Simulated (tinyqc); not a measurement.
# Band offsets of oxides on a semiconductor by the charge-neutrality-level model, step by step

tinyqc, about 0.01 s, one thread, Intel Xeon 2.30GHz (shared host): `OMP_NUM_THREADS=1 python tinyqc.py 2410159 2410160 out.jsonl` Printed values are rounded.

Each material has a charge-neutrality level at the depth Phi = chi + Eg - CNL below vacuum. For oxide B on semiconductor A, dEc = (chiA - PhiA) - (chiB - PhiB) + S (PhiA - PhiB), dEv = EgB - EgA - dEc, with the pinning factor S = 1/(1 + 0.1 (eps_inf - 1)^2) of the oxide. S = 1 is the affinity rule, S = 0 aligns the two levels.

Parameters, values chosen for the exercise; substrate values close to those of silicon:
- EgA = 1.1 eV (gap of the semiconductor)
- chiA = 4.15 eV (its electron affinity)
- cA = 0.29 eV (its charge-neutrality level above the valence edge)

Range of the model: The model ignores the chemistry of the actual interface, which can move offsets by several tenths of an eV.

## One oxide

oxide values (close to hafnium oxide): Eg (eV) 5.86, chi (eV) 2.35, CNL (eV) 3.68, eps_inf 4.08

Depths of both levels, S and the two offsets.

PhiA = 4.96 eV
PhiB = 4.53 eV
S = 0.5131784
dEc = 1.590667 eV
dEv = 3.169333 eV

The limits are dEc = 1.80 eV (S = 1) and 1.37 eV (S = 0).

## Oxides compared

Oxides (values chosen for the exercise, close to those of the materials named):
```
,Eg (eV),chi (eV),CNL above Ev (eV),eps_inf
silicon dioxide,9.11,0.89,4.41,2.23
silicon nitride,5.4,2.13,2.54,4.02
aluminium oxide,8.67,1.01,5.39,3.4
hafnium oxide,5.86,2.35,3.68,4.08
zirconium oxide,5.75,2.44,3.68,4.7
titanium oxide,3.18,4.01,2.17,7.93
tantalum oxide,4.4,3.32,3.21,4.77
```

The same for each oxide, with both limits.

Offsets:
```
,S,dEc (eV),dEv (eV),"dEc, S = 1 (eV)","dEc, S = 0 (eV)"
silicon dioxide,0.8686,3.343,4.667,3.260,3.890
silicon nitride,0.5230,2.034,2.266,2.020,2.050
aluminium oxide,0.6345,2.895,4.675,3.140,2.470
hafnium oxide,0.5132,1.591,3.169,1.800,1.370
zirconium oxide,0.4221,1.450,3.200,1.710,1.260
titanium oxide,0.1723,0.1897,1.890,0.1400,0.2000
tantalum oxide,0.4130,0.5659,2.734,0.8300,0.3800
```

Both offsets exceed 1 eV for: silicon dioxide, silicon nitride, aluminium oxide, hafnium oxide, zirconium oxide. dEc falls short for: titanium oxide, tantalum oxide. The choice of S matters most for aluminium oxide, where the limits differ by 0.670 eV.
